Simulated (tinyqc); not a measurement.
Substrate current against gate voltage: lateral field, substrate current, probability of reaching the oxide barrier and hot-carrier lifetime of a silicon transistor (pseudo-two-dimensional and lucky-electron models). Computed by tinyqc, a small Python program. Command: `OMP_NUM_THREADS=1 python tinyqc.py 3015758 3015759 out.jsonl hotcar walk`. One thread of a shared host (Intel(R) Xeon(R) Processor @ 2.30GHz), about 0.01 s of CPU time with the checks.

Local-field models: a lucky carrier gains its energy at the peak field over a path free of collisions. Voltages are magnitudes.

Inputs (values chosen for the exercise, modelled on a silicon n-channel): channel length L = 560 nm; oxide thickness t = 15 nm; junction depth x_j = 120 nm; mobility mu = 360 cm^2/(V s); saturation velocity v_s = 0.85 1e7 cm/s; threshold voltage V_T = 0.78 V; drain voltage V_D = 3.8 V; ionisation prefactor A_i = 2.2e+06 1/cm; ionisation field B_i = 1.71 MV/cm; hot-carrier mean free path lambda = 7.5 nm; oxide barrier phi_b = 3.1 eV; interface-trap threshold phi_it = 3.8 eV; lifetime constant H = 200 s microampere/micrometre.

Drain: abrupt.

Constants: eps_0 = 8.8541878128e-12 F/m.

Method:
- C_ox = 3.9 eps_0/t; F_sat = 2 v_s/mu; V_Dsat = V_ov F_sat L/(V_ov + F_sat L), V_ov = V_G - V_T; I_D/W = C_ox v_s (V_ov - V_Dsat).
- Scale length l = 0.22 t^(1/3) x_j^(1/2) (all in cm); F_m = sqrt(((V_D - V_Dsat)/l_e)^2 + F_sat^2), with l_e = l; length of the velocity-saturated region l_e ln((V_D - V_Dsat)/(l_e F_sat) + F_m/F_sat).
- Substrate current I_sub/I_D = (A_i/B_i)(V_D - V_Dsat) exp(-B_i/F_m); probability of reaching the oxide barrier exp(-phi_b/(e lambda F_m)); lifetime tau = (H/(I_D/W)) exp(phi_it/(e lambda F_m)).

At the given drain voltage:
```
V_G (V)  V_Dsat (V)  I_D/W (microampere/micrometre)  F_m (kV/cm)  I_sub/W (microampere/micrometre)     tau (s)
0.95         0.1597                            2.01       419.94                            0.1604  1.7292e+07
1.10         0.2855                            6.76       405.62                            0.4511  7.8695e+06
1.40         0.5022                           23.04       380.95                            1.0983  5.1837e+06
1.70         0.6825                           46.46       360.45                            1.6220  5.4766e+06
2.10         0.8805                           86.00       337.97                            2.0506  7.5371e+06
2.60         1.0780                          145.18       315.56                            2.2534  1.2945e+07
3.20         1.2636                          226.28       294.55                            2.2233  2.6115e+07
3.70         1.3877                          299.84       280.52                            2.0958  4.6585e+07
4.20         1.4913                          377.40       268.82                            1.9363  8.1235e+07
```

I_sub peaks at V_G = 2.6 V, 0.68 V_D: a higher gate voltage brings more carriers but raises V_Dsat and so lowers F_m. The shortest lifetime among the rows lies at V_G = 1.4 V, below that of the largest I_sub, since tau depends more steeply on the field.

Extremes, crossings and ranges named in words are read from the listed rows.
